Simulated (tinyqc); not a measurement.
Single-domain magnet: Stoner-Wohlfarth switching, Neel-Arrhenius retention, LLG dynamics and spin torque: one step, computed by the program tinyqc. Command: `OMP_NUM_THREADS=1 python tinyqc.py 3023848 3023849 out.jsonl macro walk`. One thread of a shared host (Intel(R) Xeon(R) Processor @ 2.30GHz), about 0.03 s of CPU time with the checks.

The moment is uniform, with unit vector m; z is the easy axis. mu_0 = 1.25663706212e-6 T m/A, gamma = 1.76085963023e11 rad/(s T).

Question. Effective anisotropy. The disc is treated as an oblate spheroid with p = t/d: N_z = [1 - p arccos(p)/sqrt(1 - p^2)]/(1 - p^2); V = pi d^2 t/4; K_eff = K_u + K_i/t + K_shape, K_shape = -(mu_0 M_s^2/4)(3 N_z - 1); mu_0 H_K = 2 K_eff/M_s.

Inputs (values chosen for the exercise, for a model magnet): saturation magnetisation M_s = 1340 kA/m; diameter d = 23 nm; thickness t = 1.8 nm; interface anisotropy K_i = 2.4 mJ/m^2; bulk anisotropy K_u = 14 kJ/m^3.

Shape: thin disc, easy axis normal to it.

Give: demagnetising factor N_z; volume V; K_shape; K_eff; anisotropy field mu_0 H_K.

Answer.

demagnetising factor N_z = 0.8883

volume V = 747.9 nm^3

K_shape = -939.1 kJ/m^3

K_eff = 408.2 kJ/m^3

anisotropy field mu_0 H_K = 0.6092 T

Shape works against the easy axis and takes 70 % of the other terms. Caution: a flat cylinder has a smaller N_z than the spheroid of the same t/d, so K_eff of a real disc is larger.
